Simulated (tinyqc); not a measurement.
Trapped share and trap depth from dynamic on-resistance.

Problem. Traps remove the share ft of the electrons in the drain access (length Ld, sheet resistance Rsh before stress), so Ron grows by Rsh Ld ft/(1 - ft). The recovery time goes as T^(-2) exp(q Ea/(kB T)). Find ft and Ea.

Inputs (values chosen for the exercise): drain access length Ld = 1.5 um.

Constants: q = 1.602176634e-19 C, kB = 1.380649e-23 J/K. Results are converted to the units shown.

Ron before and just after an off-state stress (ohm mm): 2.1639078  2.3557440
Rsh = 383.67237 ohm
recovery times at 340 and 390 K (s): 3.5  0.46211400

Solution. The rise of Ron over Rsh Ld is ft/(1 - ft); ln(t T^2) is linear in 1/T.

ft = 0.250
Ea = 0.400 eV

Numbers from tinyqc (`OMP_NUM_THREADS=1 python tinyqc.py 2570097 2570098 out.jsonl`; about 0.02 s on one thread of a shared Intel Xeon 2.30GHz).
